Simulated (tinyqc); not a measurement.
## Phonon and roughness prefactors from two fields

Inverse problem. At 300 K and high field 1/mu = E^(1/3)/Ap + E^gs/As, E in MV/cm. Find Ap and As.

Values chosen for this exercise:
- gs = 2 (exponent of the roughness term)

mu at E = 0.52 and 1.1 MV/cm (cm^2/(V s)): [416.28400, 235.13181]

Answer. Two linear equations in 1/Ap and 1/As.

Ap = 395 cm^2/(V s)
As = 738 cm^2/(V s)

Computed by the program tinyqc: `OMP_NUM_THREADS=1 python tinyqc.py 2510164 2510165 out.jsonl`, one thread of a shared Intel Xeon 2.30GHz, about 0.01 s for the whole run.
